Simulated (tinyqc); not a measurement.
Global model of a low-pressure process discharge: electron temperature, density, ion flux and ion energy: one step, computed by the program tinyqc.

Maxwellian electrons with temperature T_e in eV, one positive ion, no negative ions, uniform bulk density n; rate constants have the Arrhenius form.

Problem. Biased electrode. All bias power goes to ions: V_b = P_b/(J pi r^2). Debye length at the sheath edge lambda_D = sqrt(eps_0 T_e/(e h_L n)); Child-law sheath s = (sqrt2/3) lambda_D (2 V/T_e)^(3/4), V = V_b + V_s; ion transit time tau_i = 3 s sqrt(M/(2 e V)); collisions in the sheath s/lambda_i.

Inputs (values chosen for the exercise, of the order of those of an inductive discharge in a simple atomic gas):

| quantity | value | unit |
|---|---|---|
| ion mass M | 19 | u |
| gas temperature T_g | 500 | K |
| radius R | 17 | cm |
| height L | 20 | cm |
| bias power P_b | 56 | W |
| radius of the biased electrode | 15 | cm |
| bias frequency | 60 | MHz |

ion current density J = 0.3917233 mA/cm^2

T_e = 2.230036 eV

h_L = 0.1287905

plasma density n = 5.641251e+10 1/cm^3

wall potential V_s = 9.605588 V

ion mean free path = 0.2404474 cm

Constants: eps_0 = 8.8541878128e-12 F/m; e = 1.602176634e-19 C; u = 1.6605390666e-27 kg.

Give: bias voltage V_b; lambda_D; sheath width s; ion transit time; transit time over bias period; s/lambda_i.

Solution.

bias voltage V_b = 202.2 V

lambda_D = 130.2 micrometre

sheath width s = 3.142 mm

ion transit time = 203.2 ns

transit time over bias period = 12.19

s/lambda_i = 1.307

Ions take many periods to cross and see the mean voltage: a narrow energy distribution. Many ions collide in the sheath, which lowers their energy and widens their angles. Caution: at so short an ion path the formulas for h_L and h_R give way to the ambipolar-diffusion limit.
